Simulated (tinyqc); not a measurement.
# Threshold-voltage variability of a planar MOSFET, analytic estimates: scaling length and width together

Three independent sources add in quadrature: random dopants in the depleted layer, metal-gate grains of two orientations, and roughness of the two gate edges acting through the roll-off VT = VT(long) - Vr exp(-L/l). These are first-order estimates: no three-dimensional electrostatics, no percolation.

ni = sqrt(Nc Nv) exp(-Eg/(2 Vt)), Eg in volts; Cox = 3.9 eps0/ti; Wd = sqrt(4 eps0 eps_r Vt ln(Na/ni)/(q Na)); dopants: s1 = (q/Cox) sqrt(Na Wd/(3 L W)). Grains: Ng = L W/G^2 (at least 1), s2 = dW sqrt(p (1 - p)/Ng). Edges, with exponential correlation and u = W/La: the mean gate length has sL^2 = 2 De^2 (2/u)[1 - (1 - exp(-u))/u]; s3 = sL (Vr/l) exp(-L/l). s = sqrt(s1^2 + s2^2 + s3^2). l and Vr are held fixed. W = 2.666666667 L in every row; l is held fixed.

Values chosen for this exercise; material values close to those of germanium: temperature T = 300 K; band gap Eg = 0.649 eV; relative permittivity of the semiconductor eps_r = 15.9; conduction-band density of states at T Nc = 1.02e19 cm^-3; valence-band density of states at T Nv = 6.03e18 cm^-3; channel doping Na = 3.5e17 cm^-3; oxide-equivalent thickness in inversion ti = 1.8 nm; metal grain size G = 4 nm; work-function difference of the two grain orientations dW = 0.3 eV; share of the orientation of higher work function p = 0.4; rms roughness of one gate edge De = 1.6 nm; correlation length of the roughness La = 30 nm; decay length of the threshold roll-off l = 16 nm; prefactor of the roll-off Vr = 1.7 V.

Constants: q = 1.602176634e-19 C, kB = 1.380649e-23 J/K, Vt = kB T/q, eps0 = 8.8541878128e-14 F/cm where lengths are in cm. Results are converted to the units shown.

Result of one run:
```
L (nm),s1 (mV),s2 (mV),s3 (mV),s (mV),s sqrt(L W) (mV um)
58,6.7017,6.2069,3.5851,9.8128,0.92941
```

What becomes of these results when the gate length L is changed from 58 to 72 nm, all else the same?

Result of the changed run:
```
L (nm),s1 (mV),s2 (mV),s3 (mV),s (mV),s sqrt(L W) (mV um)
72,5.3986,5.0000,1.3716,7.4851,0.88006
```

The whole series:
```
L (nm),s1 (mV),s2 (mV),s3 (mV),s (mV),s sqrt(L W) (mV um)
58,6.7017,6.2069,3.5851,9.8128,0.92941
72,5.3986,5.0000,1.3716,7.4851,0.88006
88,4.4170,4.0909,0.46399,6.0383,0.86772
110,3.5336,3.2727,0.10645,4.8175,0.86537
130,2.9900,2.7692,0.028300,4.0755,0.86518
160,2.4294,2.2500,0.0039466,3.3113,0.86516
200,1.9435,1.8000,2.9194e-4,2.6490,0.86516
```

As L goes from 58 to 200 nm, s falls from 9.81 to 2.65 mV. The dopants are the largest source in the first and the last row. The product s sqrt(L W) falls from 0.929 to 0.865 mV um: s1 and s2 go as 1/sqrt(L W), so the change comes from s3 alone.

tinyqc, about 0.01 s, one thread, Intel Xeon 2.30GHz (shared host): `OMP_NUM_THREADS=1 python tinyqc.py 2090089 2090090 out.jsonl`
